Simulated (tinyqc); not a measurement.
Inside a calculation: band offset of a heterojunction with an interface dipole (two-band chains, self-consistent charge). Values are carried at full precision from step to step, so a last printed digit may differ when a step is redone from the rounded ones.

Sites alternate A, C. Left: A at -G1/2, C at +G1/2, hopping -t1; right: A at D - G2/2, C at D + G2/2, hopping -t2; the bonds across the two interfaces of a ring (C left to A right, C right to A left) have -sqrt(t1 t2). D is the offset of the mid-gaps, so Ev(right) - Ev(left) = D - (G2 - G1)/2 and Ec(right) - Ec(left) = D + (G2 - G1)/2. The closing bond has its sign reversed (antiperiodic ring). Half the levels are filled with two electrons each. The charge moved is q = (electrons on the left) less one a site; the mean over the two interfaces, q/2, is taken as the charge that crosses each, and its dipole opposes the offset: D = D0 - u q/2.

Parameters, chosen for this exercise (gaps near those of Si and GaP; the chains and D0 are free models, so the offsets are not those of the real pair; the results hold for these values, not for the real material): G1 = 1.11 eV (gap on the left); G2 = 2.22 eV (gap on the right); t1 = 1.69 eV (hopping on the left); t2 = 2.57 eV (hopping on the right); D0 = -0.48 eV (mid-gap of the right side above that of the left, without dipole); n = 2 (cells a side in the small ring); u = 2.5 eV (potential step per electron moved across); mx = 0.2 (mixing).

## The small ring at D = D0

Fill in H.

H (eV):
```
         AL1      CL1      AL2      CL2      AR1      CR1      AR2      CR2
AL1  -0.5550  -1.6900        0        0        0        0        0   2.0841
CL1  -1.6900   0.5550  -1.6900        0        0        0        0        0
AL2        0  -1.6900  -0.5550  -1.6900        0        0        0        0
CL2        0        0  -1.6900   0.5550  -2.0841        0        0        0
AR1        0        0        0  -2.0841  -1.5900  -2.5700        0        0
CR1        0        0        0        0  -2.5700   0.6300  -2.5700        0
AR2        0        0        0        0        0  -2.5700  -1.5900  -2.5700
CR2   2.0841        0        0        0        0        0  -2.5700   0.6300
```

## Levels and site charges

Diagonalise, fill the lower half with two electrons each, and sum the electrons on the left (L) less one a site.

levels (eV): -5.0732  -3.7543  -2.1526  -1.6492  1.4419  1.6735  3.3958  4.1982

electrons on the sites: AL1 1.2775, CL1 0.6741, AL2 1.2795, CL2 0.6481, AR1 1.3806, CR1 0.6761, AR2 1.3654, CR2 0.6985

q = -0.1207 electrons

Electrons move to the right, the side whose mid-gap lies lower.

## Self-consistent offset

From here on the ring has 24 cells a side.

Start at D = D0; D(out) = D0 - u q(D)/2; D(new) = D + mx (D(out) - D); stop when |D(out) - D| < 1e-7 eV.

Iterations:

| i | D (eV) | q | D(out) (eV) | D(out) - D |
|---|---|---|---|---|
| 0 | -0.48000 | -0.15690 | -0.28387 | 0.196 |
| 1 | -0.44077 | -0.14366 | -0.30042 | 0.140 |
| 2 | -0.41270 | -0.13425 | -0.31218 | 0.101 |
| 3 | -0.39260 | -0.12755 | -0.32057 | 0.0720 |
| 4 | -0.37819 | -0.12276 | -0.32655 | 0.0516 |
| 5 | -0.36787 | -0.11933 | -0.33084 | 0.0370 |
| 6 | -0.36046 | -0.11688 | -0.33390 | 0.0266 |
| 7 | -0.35515 | -0.11512 | -0.33610 | 0.0190 |
| 8 | -0.35134 | -0.11386 | -0.33768 | 0.0137 |
| ... | ... | ... | ... | ... |
| 40 | -0.34167 | -0.11067 | -0.34167 | 3.32e-07 |
| 41 | -0.34167 | -0.11067 | -0.34167 | 2.39e-07 |
| 42 | -0.34167 | -0.11067 | -0.34167 | 1.71e-07 |
| 43 | -0.34167 | -0.11067 | -0.34167 | 1.23e-07 |
| 44 | -0.34167 | -0.11067 | -0.34167 | 8.81e-08 |

D = -0.3417 eV

Converged at i = 44: the dipole removes 29 % of the starting offset.

## Linear response

chi = (q(+h) - q(-h))/(2h) at D = 0 with h = 0.01 eV; S = 1/(1 + u chi/2); linear estimate D = S D0.

chi = 0.32088 1/eV
S = 0.7137
linear estimate of D = -0.3426 eV

The self-consistent value is -0.3417 eV, +0.9 meV from the estimate. At D = 0 no net charge crosses: the mid-gaps are the neutrality levels of these symmetric chains.

## The line-up

Ev(right) - Ev(left) = D - (G2 - G1)/2 and Ec(right) - Ec(left) = D + (G2 - G1)/2, for D0, for the self-consistent D and for D = 0. Type I: the offsets have opposite signs; type III: one valence edge lies above the other conduction edge; else type II.

Offsets (eV):

| case | D | valence | conduction | type |
|---|---|---|---|---|
| no dipole | -0.480 | -1.035 | 0.075 | type I (straddling) |
| self-consistent | -0.342 | -0.897 | 0.213 | type I (straddling) |
| neutrality levels aligned | 0.000 | -0.555 | 0.555 | type I (straddling) |

The dipole shifts both offsets alike and leaves the type.

## Checks

- q at D = 0 against zero, as particle-hole symmetry demands: both 0.000000.
- q at the self-consistent D on 24 against 48 cells a side: both -0.1107.

Run: tinyqc, `OMP_NUM_THREADS=1 python tinyqc.py 1482631 1482632 out.jsonl`; Intel(R) Xeon(R) Processor @ 2.30GHz, one thread, shared host; about 0.5 s of CPU time with all checks.
